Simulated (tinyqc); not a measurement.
Nanowire ballistic transistor, top-of-the-barrier model: one step of the calculation.

At the top of the source barrier, states moving towards the drain are filled by the source (Fermi level 0) and states moving back by the drain (Fermi level -q Vd); nothing scatters. U is the shift of the band edge there, set by the capacitances CG, CD and CS (the total) and by the charge. Parabolic one-dimensional subbands; the source is grounded.

Task. Self-consistent potential at the barrier top. eta1 = -(E0 + U)/Vt, eta2 = eta1 - Vd/Vt, n = (N0/2)[F_(-1/2)(eta1) + F_(-1/2)(eta2)], F_(-1/2)(x) = (1/sqrt(pi)) int_0^infinity u^(-1/2)/(1 + exp(u - x)) du. Each F is summed over the two subbands, F(eta) + F(eta - dE/Vt), which share the mass. U(out) = UL + q (n - n0)/CS. Newton step: U(new) = U + (U(out) - U)/(1 + CQ/CS), CQ = (q/Vt) dn/d(eta1) with both F' summed; F' = dF_(-1/2)/dx.

Inputs (values chosen for the exercise); mass and valleys close to those of a monolayer dichalcogenide:
- T = 77 K (temperature)
- dE = 0.06 eV (offset of a second subband (0: none))
- E0 = 0.31 eV (band edge at the barrier top above the source Fermi level at zero bias)
- Vd = 0.1 V (drain voltage)

Constants: q = 1.602176634e-19 C, kB = 1.380649e-23 J/K, Vt = kB T/q. Results are converted to the units shown.

U at the start (U = UL) = -0.6168 eV
N0 = 3.2861689e6 cm^-1
CS = 7.5426999 pF/cm
n0 = 1.6854861e-14 cm^-1
UL = -0.6168 eV

Give: eta1; eta2; n; U(out); CQ; U after iteration 1.

Result.

eta1 = 46.24
eta2 = 31.17
n = 4.297e7 cm^-1
U(out) = 0.2959 eV
CQ = 15.75 pF/cm
U after iteration 1 = -0.3213 eV

tinyqc, about 0.09 s, one thread, Intel Xeon 2.30GHz (shared host): `OMP_NUM_THREADS=1 python tinyqc.py 2400141 2400142 out.jsonl`
